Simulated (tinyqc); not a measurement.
MOS inversion layer, Poisson-Schroedinger loop: effect of the sheet density of depletion charge.

Electrons confined at an insulator interface at z = 0, treated as a hard wall; parabolic valleys, Hartree approximation, no image or exchange terms. The depletion charge lies far deeper than the electrons and gives a uniform field q Nd/(eps0 eps_r); the gate balances all charge. Energies are counted from the band edge at the interface.

Schroedinger equation -(C/mz) psi'' + (V0 + U + dE for set B) psi = E psi, C = hbar^2/(2 m0), psi(0) = 0, on a uniform mesh of 800 nodes with a far wall at 89 nm, 8 levels a set; V0 = q Nd z/(eps0 eps_r); dU/dz = q (Ns - integral of n from 0 to z)/(eps0 eps_r), U(0) = 0; N_k = g md m0 q Vt/(pi hbar^2) ln(1 + exp((EF - E_k)/Vt)), g the number of valleys of the set, sum N_k = Ns. Triangular well: E_k = a_k (C F^2/mz)^(1/3), a_1 = 2.338107, a_2 = 4.087949, C = hbar^2/(2 m0), F in eV/nm. Fang-Howard (all electrons in the lowest level of set A): b^3 = 6 (mz1/C) q (Nd + 11 Ns/32)/(eps0 eps_r), centroid 3/b, level C b^2/(4 mz1) + (3/b) q (Nd + 11 Ns/16)/(eps0 eps_r). The centroid adds 3.9 z_av/eps_r to an oxide-equivalent thickness.

Parameters, values chosen for the exercise; masses and permittivity close to those of silicon (100):
- T = 300 K (temperature)
- eps_r = 11.8 (relative permittivity)
- mz1 = 0.923 m0 (mass along z of valley set A (2 valley(s)))
- md1 = 0.191 m0 (in-plane density-of-states mass of set A)
- mz2 = 0.187 m0 (mass along z of valley set B (4 valley(s)))
- md2 = 0.424 m0 (in-plane density-of-states mass of set B)
- Ns = 7.4e11 cm^-2 (sheet density of electrons)
- dE = 0 eV (extra shift of set B (strain))

Constants: q = 1.602176634e-19 C, kB = 1.380649e-23 J/K, hbar = 1.054571817e-34 J s, m0 = 9.1093837015e-31 kg, Vt = kB T/q, eps0 = 8.8541878128e-14 F/cm where lengths are in cm, hbar^2/(2 m0) = 0.0380998212 eV nm^2. Results are converted to the units shown.

Result of one run:
columns A: A1 (meV); B: B1 (meV); C: EF (meV); D: share of A1 (%); E: share of set A (%); F: centroid z_av (nm); G: added oxide equivalent (nm); H: Fang-Howard centroid (nm)
```
A       B     C     D     E     F      G     H
84.6  138  26.8  56.7  65.2  2.36  0.780  1.87
```

Which sheet density of depletion charge Nd gave this result: 1.7e11, 5.3e11, 9.4e11, 1.6e12 or 5e12 cm^-2?

Nd = 1.6e12 cm^-2.

The whole series:
columns A: Nd (cm^-2); B: A1 (meV); C: B1 (meV); D: EF (meV); E: share of A1 (%); F: share of set A (%); G: centroid z_av (nm); H: added oxide equivalent (nm); I: Fang-Howard centroid (nm)
```
A          B     C      D     E     F     G      H     I
1e11    41.9  65.4  -43.7  20.0  39.5  7.81   2.58  3.25
1.7e11  44.2  69.1  -38.6  22.2  41.4  6.59   2.18  3.06
3.1e11  48.7  76.5  -29.4  26.5  44.5  5.18   1.71  2.78
5.3e11  55.5  87.8  -17.0  32.7  48.6  4.05   1.34  2.49
9.4e11  67.3   108   2.05  43.0  55.4  3.07   1.02  2.16
1.6e12  84.6   138   26.8  56.7  65.2  2.36  0.780  1.87
2.9e12   115   189   64.8  75.8  80.0  1.74  0.574  1.57
5e12     157   262    112  91.1  92.4  1.32  0.438  1.32
```

As Nd goes from 1e11 to 5e12, A1 rises from 41.9 to 157 meV, the share of A1 rises from 20.0 to 91.1 % and the centroid falls from 7.81 to 1.32 nm. A1 goes as Nd^(0.57) between the last two rows (a triangular well in the field of that charge alone gives 2/3). The Fang-Howard centroid is 58 % below the full one in the first row, where A1 holds 20.0 %, and 0.21 % below it in the last, where A1 holds 91.1 %. For Nd = 1e11, 1.7e11 the eighth level of a set still holds over 0.4 % of the electrons, so more levels and a farther wall would raise the centroid.

Computed by the program tinyqc: `OMP_NUM_THREADS=1 python tinyqc.py 2160051 2160052 out.jsonl`, one thread of a shared Intel Xeon 2.30GHz, about 0.8 s for the whole run.
